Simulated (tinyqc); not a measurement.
MOSFET in saturation, small-signal circuit and noise: effect of the inversion coefficient on speed and noise.

Bias by the inversion coefficient IC = I/Ispec (charge-based model with velocity saturation; weak inversion below 0.1, strong above 10). Common-source circuit: gm, gds, Cgs, Cgd and Cj at the inner nodes, Rg in series with the gate; quasi-static, no source or drain resistance, no gate-body capacitance, no substrate network, no induced gate noise, so fmax is an upper estimate.

Ispec = 2 n mu Cox (W/L) Vt^2, lc = Ls/L, gms = [sqrt((lc IC + 1)^2 + 4 IC) - 1]/[2 + lc (lc IC + 1)], gm = gms Ispec/(n Vt), gds = sg gm. qs = [sqrt(1 + 4 IC) - 1]/2, Cgs = Cox W L qs (2 qs + 3)/(3 (qs + 1)^2) + Cov W, Cgd = Cov W, Cd = Cj W, Rg = Rsh (Wf/L)/(12 Nf) + Rc/W with Nf = W/Wf fingers (not rounded) contacted at both ends. fT = gm/(2 pi (Cgs + Cgd)), fmax = fT/(2 sqrt(Rg (gds + 2 pi fT Cgd))). Channel noise Sid = 4 kB T gam n gm with gam = (1/2 + (2/3) qs)/(1 + qs) + gw lc IC, qs = [sqrt(1 + 4 IC) - 1]/2, lc = Ls/L (the last term an empirical rise with velocity saturation); at the gate, white noise Sw = Sid/gm^2 + 4 kB T Rg. Number fluctuation with correlated mobility: S(f) = K/f, K = q^2 Vt lt Nt/(W L Cox^2) (1 + ac mu Cox I/gm)^2, Vt in eV with Nt per eV. Corner fc = K/Sw. IC is held fixed.

Parameters, values chosen for the exercise:
- T = 300 K (temperature)
- L = 90 nm (gate length)
- W = 10 um (total gate width)
- Cox = 0.9 uF/cm^2 (gate capacitance)
- mu = 230 cm^2/(V s) (mobility)
- n = 1.4 (slope factor)
- Ls = 20 nm (velocity-saturation length)
- sg = 0.057 (ratio gds/gm)
- Cov = 0.42 fF/um (overlap and fringe capacitance per side)
- Cj = 0.33 fF/um (drain junction capacitance)
- Rsh = 10 ohm (sheet resistance of the gate)
- Wf = 0.5 um (finger width)
- Rc = 100 ohm um (gate contact and vertical resistance)
- gw = 0.1 (short-channel excess of the noise factor)
- Nt = 9.3e17 cm^-3 eV^-1 (oxide trap density)
- lt = 0.1 nm (tunnelling length into the oxide)
- ac = 10000 V s/C (Coulomb scattering coefficient)

Constants: q = 1.602176634e-19 C, kB = 1.380649e-23 J/K, Vt = kB T/q. Results are converted to the units shown.

The same in every row: Rg (ohm) = 10.23.

Effect of the inversion coefficient on speed and noise:

| IC | I (uA) | fT (GHz) | fmax (GHz) | sqrt(Sw) (nV/Hz^0.5) | fc (MHz) |
|---|---|---|---|---|---|
| 0.03 | 1.291 | 0.6373 | 22.98 | 18.42 | 2.895 |
| 0.1 | 4.304 | 1.895 | 39.53 | 10.54 | 8.926 |
| 0.3 | 12.91 | 4.533 | 60.83 | 6.681 | 22.74 |
| 1 | 43.04 | 10.09 | 90.10 | 4.414 | 55.15 |
| 3 | 129.1 | 18.74 | 122.1 | 3.304 | 109.4 |
| 10 | 430.4 | 33.01 | 161.3 | 2.739 | 200.8 |
| 30 | 1291 | 47.62 | 193.3 | 2.792 | 304.0 |

As IC goes from 0.03 to 30, fT rises from 0.637 to 47.6 GHz, fmax rises from 23.0 to 193 GHz, the white noise goes from 18.4 through a minimum of 2.74 (at IC = 10 among the rows listed) to 2.79 nV/Hz^0.5 and the corner rises from 2.89 to 304 MHz. In every row fmax exceeds 4 fT, where channel resistance and substrate losses, left out here, would cap it.

Computed by the program tinyqc: `OMP_NUM_THREADS=1 python tinyqc.py 2150045 2150046 out.jsonl`, one thread of a shared Intel Xeon 2.30GHz, about 0.01 s for the whole run.
